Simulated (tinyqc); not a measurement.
Gate sweep: gated graphene: carriers, quantum capacitance and optical conductivity.

Cones E = +/- hv |k|, four flavours, D(E) = 2|E|/(pi hv^2). n = (2/pi)(kT/hv)^2 F_1(mu/kT), p = (2/pi)(kT/hv)^2 F_1(-mu/kT), in 1/angstrom^2 (1e16 for 1/cm^2); F_1(eta) = integral_0^infinity x dx/(1 + exp(x - eta)). Cq/e^2 = d(n - p)/d mu = (2 kT/(pi hv^2)) ln(2 + 2 cosh(mu/kT)).

Gate: V = mu/e + e (n - p)/Cox with Cox/e^2 = k/(4 pi e2 t), t in angstrom, e2 = e^2/(4 pi eps0); 1/(eV angstrom^2) in C/e^2 equals 1602.176634 microfarad/cm^2; total 1/C = 1/Cox + 1/Cq.

Constants: kB = 8.617333262e-05 eV/K; e^2/(4 pi eps0) = 14.39964547 eV angstrom.

Values chosen for the exercise (Fermi velocity near that of graphene, gate dielectric near SiO2; not measured data): hv = 6.21 eV angstrom (hbar vF); T = 300 K; k = 3.84 (dielectric constant of the gate layer); t = 10 nm (its thickness).

Results:

| V (V) | mu (eV) | n - p (1/cm^2) | n + p (1/cm^2) | Cq (microfarad/cm^2) | C/Cox | Cox V/e (1/cm^2) |
|---|---|---|---|---|---|---|
| 0 | 0.0000 | 0 | 1.81e+11 | 0.948 | 0.736 | 0 |
| 0.018 | 0.0047 | 2.81e+10 | 1.83e+11 | 0.954 | 0.737 | 3.82e+10 |
| 0.048 | 0.0125 | 7.52e+10 | 1.94e+11 | 0.988 | 0.744 | 1.02e+11 |
| 0.12 | 0.0300 | 1.91e+11 | 2.56e+11 | 1.17 | 0.774 | 2.55e+11 |
| 0.24 | 0.0539 | 3.95e+11 | 4.21e+11 | 1.59 | 0.823 | 5.09e+11 |
| 0.42 | 0.0814 | 7.19e+11 | 7.28e+11 | 2.21 | 0.867 | 8.91e+11 |
| 0.60 | 0.1031 | 1.05e+12 | 1.06e+12 | 2.75 | 0.890 | 1.27e+12 |
| 0.90 | 0.1325 | 1.63e+12 | 1.63e+12 | 3.51 | 0.912 | 1.91e+12 |
| 1.3 | 0.1643 | 2.41e+12 | 2.41e+12 | 4.35 | 0.927 | 2.76e+12 |

At neutrality n + p = 1.81e+11 1/cm^2 of thermal carriers remain and C/Cox = 0.736; at the last row C/Cox = 0.927 and the plain capacitor rule overstates n - p by 14.5 %. Between the last two rows mu goes as V^0.59; for |mu| well above kT the limits are 1/2 where Cox is small against Cq and 1 where it is large.

Computed by tinyqc, a small Python program: `OMP_NUM_THREADS=1 python tinyqc.py 1680895 1680896 out.jsonl` (the numbers bound the seed that draws the inputs); one thread of a shared host (Intel(R) Xeon(R) Processor @ 2.30GHz), about 0.01 s for the whole set of steps.
